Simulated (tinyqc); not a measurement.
Worked calculation: classical Heisenberg spin chain: exact results, Metropolis, heat-bath and over-relaxation steps, and a Monte Carlo run. Computed by tinyqc, a small Python program that keeps every step. Command: `OMP_NUM_THREADS=1 python tinyqc.py 3130413 3130414 out.jsonl heismc walk`. One thread of a shared host (Intel(R) Xeon(R) Processor @ 2.30GHz), about 0.1 s of CPU time with the checks. Intermediate numbers are printed to about 6 digits and carried at full precision; extremes and crossings named in words are read from the listed rows.

E = -J sum_i s_i . s_(i+1) for unit vectors s_i on an open chain; K = J/(k_B T).

Inputs (values chosen for the exercise, for a model chain of large moments): coupling J = 12 meV; temperature T = 25.5 K; moment mu = 2.4 mu_B; length N of the open chain = 16; seed = 934039.

Update: heat bath.

Constants: k_B = 8.617333262e-05 eV/K; mu_B = 5.7883818060e-05 eV/T.

## Exact results

Each bond angle is independent, so u = <s_i . s_(i+1)> = coth K - 1/K, <s_i . s_(i+n)> = u^n, correlation length xi = -1/ln|u|, energy per bond -J u, heat capacity per bond c/k_B = 1 - K^2/sinh^2 K, and for the long chain chi = mu^2 (1 + u)/(3 k_B T (1 - u)) per spin.

K = 5.46095

u = 0.816918

xi = 4.94519 sites

energy per bond = -9.80301 meV

heat capacity = 0.997846 k_B/bond

chi over the Curie value = 9.92405

chi = 0.501920 mu_B/T per spin

For |K| >> 1, |u| = 1 - 1/|K| and xi = |K| - 1/2 = 4.96: the chain orders only at T = 0, and c tends to k_B, not to zero, a failure of classical spins.

## Finite chain

For N spins, <|sum s|^2>/N = (1 + u)/(1 - u) - 2 u (1 - u^N)/(N (1 - u)^2); the long chain has (1 + u)/(1 - u), chi over the Curie value, and the difference is relative to it.

<|sum s|^2>/N = 6.99744

difference from the long chain = -29.4901 %

## Four single-spin steps

four neighbouring spins (rows; components x, y, z):
$$\begin{pmatrix}
0.9902 & 0.0025 & -0.1398 \\
-0.5869 & 0.4285 & -0.6870 \\
0.1875 & 0.7035 & -0.6855 \\
-0.0764 & 0.6848 & -0.7247
\end{pmatrix}$$

random numbers, one row a step:
$$\begin{pmatrix}
0.4969 & 0.7432 & 0.8724 \\
0.9586 & 0.1202 & 0.5707 \\
0.2471 & 0.0767 & 0.4760 \\
0.2456 & 0.7765 & 0.5258
\end{pmatrix}$$

The given spins are first normalised. Spins 2 and 3 are updated in turn, with h = K (sum of the two neighbours). Heat bath: cos(theta) = 1 + ln(1 - r1 (1 - exp(-2 |h|)))/|h| about n = h/|h|, azimuth 2 pi r2 = phi in the frame a = n x z/|n x z|, b = n x a: s = n cos(theta) + sin(theta)(a cos(phi) + b sin(phi)); r1, r2 are the first two numbers of the row.

Steps:
```
spin      |h|  h . s before  h . s after       move         x          y          z
2      8.7486       0.97383      8.06164  heat bath  0.840333   0.523116  -0.142090
3      9.1281       8.66772      5.94366  heat bath  0.620428  -0.052838  -0.782481
2     10.1391       7.96293      9.85529  heat bath  0.782622  -0.232754  -0.577346
3      8.4573       7.82612      8.17549  heat bath  0.642459   0.360862  -0.676036
```

## A run and its error bars

From the ordered state (alternating for J < 0), with each spin drawn from exp(h . s), h = K x sum of neighbours, 200 sweeps are discarded and 1600 recorded (even and odd sites in turn; random numbers not printed, so these rows are one sample). Errors are the scatter of block means over sqrt(number of blocks).

Blocking:
```
block length  mean bond product       error  <|sum s|^2>/N     error
1                      0.815905  0.00117722        7.05538  0.075870
4                      0.815905  0.00139221        7.05538  0.136493
16                     0.815905  0.00158763        7.05538  0.201029
40                     0.815905  0.00138856        7.05538  0.174197
80                     0.815905  0.00135608        7.05538  0.187576
```

With blocks of 40 the bond product is 0.7 error bars from the exact u = 0.8169, and <|sum s|^2>/N is 0.3 from the exact 6.997. Blocking to 40 changes the two errors by factors 1.2 and 2.3, because successive sweeps are correlated.

Checks made by the program: c against a difference of the energy (relative difference 3e-09).
